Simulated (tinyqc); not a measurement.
Three-phonon processes in a diatomic chain: dispersion, energy and momentum conservation, and decay channels of optical phonons: one step, computed by the program tinyqc.

Cell length a, two atoms, one spring constant. x = q a/pi runs from -1 to 1; A and O are the acoustic and optical branches. Matrix elements are not computed: only conservation laws and occupation factors are followed.

Problem. Band edges. omega^2 = k (1/m + 1/M) -/+ k sqrt((1/m + 1/M)^2 - 4 sin^2(pi x/2)/(m M)); nu = 15.6333042 THz x sqrt(omega^2) for eV/(angstrom^2 u). Acoustic top sqrt(2 k/M), optical bottom sqrt(2 k/m), optical top sqrt(2 k (1/m + 1/M)).

Inputs (values chosen for the exercise, for a model chain): light mass m = 28.1 u; heavy mass M = 83.5 u; spring constant k = 3.5 eV/angstrom^2.

Constants: nu for 1 eV/(angstrom^2 u) = 15.6333042 THz.

Give: acoustic top; optical bottom; optical top; optical top over twice the acoustic top; optical bottom over twice the acoustic top; optical width over acoustic top.

Solution.

acoustic top = 4.526 THz

optical bottom = 7.803 THz

optical top = 9.021 THz

optical top over twice the acoustic top = 0.9964

optical bottom over twice the acoustic top = 0.8619

optical width over acoustic top = 0.2691

The zone-centre optical phonon can decay into two acoustic ones: this needs M/m <= 3.
